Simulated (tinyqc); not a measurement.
Worked calculation: FCI on RHF in the 3-21g basis, for H-, spin multiplicity 1. The basis has no diffuse functions, so it cannot describe the extra electron: this is an exercise in the method, not the real anion. One step of it, computed by the program tinyqc.

Task: FCI: determinants and Hamiltonian. Slater-Condon rules over spin orbitals, with the nuclear repulsion added and E(HF) subtracted on the diagonal.

one-electron integrals over orbitals h = C^T H C (hartree):
```
           1          2
1  -0.477790  -0.139972
2  -0.139972   0.568075
```

Two-electron integrals over orbitals (pq|rs), unique and non-zero (hartree):
```
(11|11) 0.555159   (21|11) 0.139972   (21|21) 0.137755   (22|11) 0.620272
(22|21) 0.250869   (22|22) 0.823223
```

nuclear repulsion = 0 hartree

Hartree-Fock energy = -0.40042020 hartree

Give: determinants; H - E(HF) between determinants.

Result:

Occupation strings over the orbitals (2 doubly, a alpha, b beta, 0 empty; spin orbitals ordered 1a 1b 2a 2b ...): 20 ab ba 02

H - E(HF) between determinants (hartree), lower triangle:
```
        20       ab       ba      02
20  0.0000
ab  0.0000   1.1110
ba  0.0000  -0.1378   1.1110
02  0.1378   0.1109  -0.1109  2.3598
```
